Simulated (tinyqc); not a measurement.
## Permittivity and interface capacitance from two thicknesses

Inverse problem. 1/C = t/(eps0 ek) + 2/ci for planar capacitors that differ only in thickness. Find ek, ci and the EOT of the interfaces, 2 x 3.9 eps0/ci.

Constants: eps0 = 8.8541878128e-14 F/cm where lengths are in cm. Results are converted to the units shown.

C at t = 8.4 and 25 nm (uF/cm^2): [15.524404, 5.3260028]

Solution. 1/C is a straight line in t: the slope gives ek and the intercept 2/ci. A single thickness would give only the effective permittivity; when the interfaces are a small part of 1/C, ci needs very accurate data.

ek = 152
ci = 1.00e3 uF/cm^2
EOT of the interfaces = 0.00691 nm

tinyqc, about 0.01 s, one thread, Intel Xeon 2.30GHz (shared host): `OMP_NUM_THREADS=1 python tinyqc.py 2102035 2102036 out.jsonl`
